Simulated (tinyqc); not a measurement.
Input admittance of a MOSFET at zero drain bias: distributed channel and distributed gate: one step of the calculation.

Source and drain grounded, strong inversion, w = 2 pi f, Cox = eps0 eox/tox. The channel is an RC line of resistance 1/(mu Cox Vo) per square fed from both ends, so one finger has the intrinsic admittance y = i w Cox L tanh(g)/g per width, g = (1/2) sqrt(i w tau), tau = L^2/(mu Vo). The vertical resistance rv/L is in series with y, the overlaps 2 i w Cov in parallel: y_t = 1/(1/y + rv/L) + 2 i w Cov. The gate strip is a line of Rsh/L per length loaded by y_t, so a finger has Y = y_t Wf tanh(k)/k, k = (Wf/sd) sqrt(y_t Rsh/L); the device has Nf Y.

Question. Input impedance of the device. k and Y as defined; Z = 1/(Nf Y) = R + 1/(i w C); Q = |Im Z|/R; signal at the point farthest from a contact |1/cosh k|.

Inputs (values chosen for the exercise); values of the order met in silicon radio-frequency transistors:
- L = 0.27 um (channel length)
- Wf = 2.3 um (finger width)
- Nf = 1 (number of fingers)
- Rsh = 34 ohm/square (sheet resistance of the gate)
- sd = 2 (number of ends at which a finger is contacted)
- f = 99 GHz (frequency)

y_t = 395.2811+2565.3291i uS/um

Find: k; Nf Y; R; C; Q; signal at the far point.

Answer.

k = 0.49905+0.42804i
Nf Y = 1.6458+5.5255i mS
R = 49.513 ohm
C = 9.6710 fF
Q = 3.3574
signal at the far point = 0.95428

Computed by the program tinyqc: `OMP_NUM_THREADS=1 python tinyqc.py 2262190 2262191 out.jsonl`, one thread of a shared Intel Xeon 2.30GHz, about 0.01 s for the whole run.
